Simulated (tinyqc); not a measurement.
From results back to parameters: armchair graphene nanoribbon in tight binding. Three cases, with inputs chosen for the exercise.

Problem. For an armchair ribbon without edge correction the gap is 2t times the smallest |1 + 2 cos(p pi/(N + 1))|, p = 1 to N. The gap below belongs to a hidden N between 3 and 40.

Find: N; family.

Case 1.

Values chosen (out of a larger set: near those used for graphene; not measured data): t = 2.88 eV (hopping).

gap = 0.62509 eV

Solution.

N = 16

family: 3p+1

Near c = -1/2 the gap is about 2 pi t/(sqrt3 (N + 1)), which gives N + 1 = 16.7; the exact formula gives 0.64017, 0.62509 and 0.00000 eV for N = 15, 16 and 17.

Case 2.

Values chosen (out of a larger set: near those used for graphene; not measured data): t = 2.55 eV (hopping).

gap = 0.32223 eV

Solution.

N = 28

family: 3p+1

Near c = -1/2 the gap is about 2 pi t/(sqrt3 (N + 1)), which gives N + 1 = 28.7; the exact formula gives 0.32673, 0.32223 and 0.00000 eV for N = 27, 28 and 29.

Case 3.

Values chosen (out of a larger set: near those used for graphene; not measured data): t = 2.52 eV (hopping).

gap = 0.66645 eV

Solution.

N = 13

family: 3p+1

Near c = -1/2 the gap is about 2 pi t/(sqrt3 (N + 1)), which gives N + 1 = 13.7; the exact formula gives 0.68609, 0.66645 and 0.00000 eV for N = 12, 13 and 14.

Computed by tinyqc, one run a case: `OMP_NUM_THREADS=1 python tinyqc.py N N+1 out.jsonl` with N = 1450867, 1450940, 1451065; one thread of a shared Intel(R) Xeon(R) Processor @ 2.30GHz, about 0.04 s a run at most.
